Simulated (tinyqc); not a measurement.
# Finite-size error of a charged defect in a periodic cell: Madelung and Makov-Payne terms, step by step

A worked calculation. Computed by tinyqc, a small Python program that keeps every step. Command: `OMP_NUM_THREADS=1 python tinyqc.py 3010287 3010288 out.jsonl imagecharge walk`. One thread of a shared host (Intel(R) Xeon(R) Processor @ 2.30GHz), about 0.02 s of CPU time with the checks. Intermediate numbers are printed to about 5 digits and carried at full precision; extremes and crossings named in words are read from the listed rows.

L is the cube root of the cell volume. The defect charge is a Gaussian, rho(r) = q (2 pi sigma^2)^(-3/2) exp(-r^2/2 sigma^2), repeated periodically in a uniform neutralising background and screened by a continuum. The model cell energy is E(L) = E_0 + [periodic - isolated electrostatic energy].

Inputs (values chosen for the exercise, with screening close to that of GaAs): charge q = -1 e; cell length L = 12.4 angstrom; dielectric constant eps = 13.3; width sigma of the defect charge = 1.2 angstrom; formation energy of the isolated defect E_0 = 5.582 eV.

Supercell lattice: fcc. Screening: isotropic.

scatter added to the six cells, standing for numerical noise (meV): [-2.4, -1.1, 0.76, 6.2, 7.1, 15]

Constants: e^2/(4 pi eps_0) = 14.39964548 eV angstrom.

## The cell

Cell vectors: (0,1,1), (1,0,1), (1,1,0), scaled to volume L^3.

cell vectors (rows) (angstrom):
$$\begin{pmatrix}
0.0000 & 9.8419 & 9.8419 \\
9.8419 & 0.0000 & 9.8419 \\
9.8419 & 9.8419 & 0.0000
\end{pmatrix}$$

nearest image = 13.919 angstrom

## Madelung energy

Ewald sum for a unit point charge: scale each Cartesian component of the cell by 1/sqrt(eps_i), giving R', G' and V'; E = [ (1/2) sum erfc(eta R')/R' + (2 pi/V') sum exp(-G'^2/4 eta^2)/G'^2 - eta/sqrt(pi) - pi/(2 V' eta^2) ] e^2/(4 pi eps_0) / sqrt(eps_x eps_y eps_z), over n_i = -6..6, omitting n = (0,0,0), eta = 2/V'^(1/3). alpha = -2 E eps_g L/(e^2/(4 pi eps_0)), eps_g = (eps_x eps_y eps_z)^(1/3).

terms for a unit charge (eV): real space 0.000701, reciprocal 0.006017, self -0.098522, background -0.034288

Madelung constant alpha = 2.8883

point-charge correction -q^2 E = 0.12609 eV

## Energy of the smeared charge in the cell

Periodic energy of the Gaussian: (2 pi q^2/V) sum_(G != 0) exp(-sigma^2 G^2)/(G.eps.G) x e^2/(4 pi eps_0), n_i = -k..k with k = max(9, L/sigma rounded up). Isolated energy: q^2/(2 sqrt(pi) sigma) <1/(n.eps.n)> e^2/(4 pi eps_0), the mean over directions n, here 1/eps.

periodic energy = 0.13356 eV

isolated energy = 0.25452 eV

finite-size error = -0.12095 eV

E(L) = 5.4610 eV

## Makov-Payne correction

Second radial moment Q = q <r^2> = 3 q sigma^2; E(corrected) = E(L) + q^2 alpha e^2/(4 pi eps_0)/(2 eps L) - 2 pi q Q e^2/(4 pi eps_0)/(3 eps L^3). Errors left are the corrected energies less E_0.

Q = -4.32 e angstrom^2

third-order term = -0.0051378 eV

error left after the first term = 0.0051378 eV

error left after both terms = 0 eV

third-order over first-order term, in size = 0.040746

The point-charge term alone overcorrects by 0.00514 eV, 4 % of itself; both terms together are exact to 1e-7 eV, since the clouds do not overlap.

## A series of cells

Cells of the same shape with L scaled by 0.7, 0.85, 1, 1.25, 1.5 and 2; the scatter is added to E(L). The point-charge correction scales as 1/L from its value at the input L.

Scaling data:
```
L (angstrom)  1/L (1/angstrom)  E(L) (eV)  E(L) + point-charge correction (eV)
8.68                   0.11521     5.4144                               5.5946
10.54                  0.09488     5.4409                               5.5893
12.40                  0.08065     5.4618                               5.5879
15.50                  0.06452     5.4900                               5.5908
18.60                  0.05376     5.5066                               5.5906
24.80                  0.04032     5.5346                               5.5976
```

## Ways to reach the isolated limit

Least-squares fits of E(L) to a + b/L, a + c/L^3 or a + b/L + c/L^3; the estimate is a, and errors are against E_0.

Estimates of E_0:
```
way                              estimate (eV)  error (meV)
largest cell, uncorrected               5.5346      -47.404
largest cell, point-charge term         5.5976       15.642
1/L fit, three smallest                 5.5714      -10.604
1/L fit, all six                        5.5943       12.326
1/L^3 fit, all six                      5.5175      -64.510
1/L and 1/L^3, three smallest           5.6022       20.222
1/L and 1/L^3, all six                  5.6147       32.747
corrected data, 1/L^3 fit               5.5918        9.822
```

coefficient b of the full fit = -2.0457 eV angstrom

Best here: corrected data, 1/L^3 fit (+9.8 meV); worst: 1/L^3 fit, all six (-65 meV). The fitted b is 130.8 % of the Madelung value -q^2 alpha e^2/(8 pi eps_0 eps_g).

Checks made by the program: the same sum with another eta (relative difference below 1e-10); both terms against the exact model when the clouds do not overlap (relative difference below 1e-10).
